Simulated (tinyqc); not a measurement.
Hydrostatic strain: sp3s* tight binding, strained.

sp3s* tight binding, nearest neighbours only: anion (a) at 0, cation (c) at a/4 (1,1,1), orbitals s, px, py, pz, s* on each; k in units of 2 pi/a. With phases e_j = exp(i (pi/2) k.n_j) for n = (1,1,1), (1,-1,-1), (-1,1,-1), (-1,-1,1): g0 = (e1+e2+e3+e4)/4, g1 = (e1+e2-e3-e4)/4, g2 = (e1-e2+e3-e4)/4, g3 = (e1-e2-e3+e4)/4. The diagonal holds the levels Esa, Epa, Exa (s*) and Esc, Epc, Exc. Anion-cation block: <sa|sc> = Vss g0; <sa|xc> = Vsapc g1; <xa|sc> = -Vscpa g1; <xa|xc> = Vxx g0; <xa|yc> = <ya|xc> = Vxy g3, <xa|zc> = <za|xc> = Vxy g2, <ya|zc> = <za|yc> = Vxy g1; <s*a|xc> = Vxapc g1; <xa|s*c> = -Vpaxc g1; y and z take g2 and g3 in place of g1; s-s* and s*-s* vanish.

Strain e moves each bond vector to d = (1 + e) d0 (no internal displacement for the diagonal strains used here) and k is given in fractions of the strained reciprocal cell, so the phases stay. Two-centre values Vss_sigma = Vss/4, Vsp_sigma = sqrt3 V/4 for each s-p and s*-p pair, Vpp_sigma = (Vxx + 2 Vxy)/4, Vpp_pi = (Vxx - Vxy)/4 are scaled by (d0/d)^eta and combined with the new direction cosines; the levels on the diagonal stay.

Inputs chosen for the exercise (near a published set for GaAs, fitted to gaps, whose masses and valley positions are rough; not measured data): Esa = -8.301 eV (s level of the anion); Epa = 1.035 eV (p level of the anion); Esc = -2.661 eV (s level of the cation); Epc = 3.672 eV (p level of the cation); Exa = 8.591 eV (s* level of the anion); Exc = 6.751 eV (s* level of the cation); Vss = -6.501 eV (s-s); Vxx = 1.956 eV (px-px); Vxy = 5.054 eV (px-py); Vsapc = 4.473 eV (s anion, p cation); Vscpa = 5.767 eV (s cation, p anion); Vxapc = 4.876 eV (s* anion, p cation); Vpaxc = 4.788 eV (p anion, s* cation); eta = 1.8 (scaling exponent).

exx = eyy = ezz = e. Gaps as measured from the top of the valence band; the deformation potentials are (gap(0.01) - gap(-0.01))/0.06.

Gaps (eV):

| e | Gamma | Delta | L | x of the minimum |
|---|---|---|---|---|
| -0.03 | 2.0404 | 1.9951 | 1.9100 | 1.000 |
| -0.02 | 1.8926 | 1.9995 | 1.8402 | 1.000 |
| -0.01 | 1.7494 | 2.0043 | 1.7725 | 1.000 |
| 0.00 | 1.6107 | 2.0095 | 1.7070 | 1.000 |
| 0.01 | 1.4762 | 2.0150 | 1.6436 | 1.000 |
| 0.02 | 1.3460 | 2.0209 | 1.5822 | 1.000 |
| 0.03 | 1.2196 | 2.0271 | 1.5228 | 1.000 |

gap deformation potentials (eV): Gamma -4.553, Delta 0.179, L -2.149

Per unit of volume strain the gaps move by -4.55 (Gamma), +0.18 (Delta) and -2.15 eV (L). The lowest valley changes from L to Gamma between e = -0.02 and -0.01. These potentials follow from the one exponent eta, which fitted models replace by one for each integral; with it the sizes are rough, the sign for Delta can be wrong (in Si, Ge and the III-V crystals measured values are small and positive), and the pressures at which valleys cross, and which valley takes over, are rough too. A gap of zero, where one is listed, marks an s level that has sunk below the valence top.

(tinyqc, `OMP_NUM_THREADS=1 python tinyqc.py 1451282 1451283 out.jsonl`, Intel(R) Xeon(R) Processor @ 2.30GHz, 1 thread, shared host, about 0.06 s.)
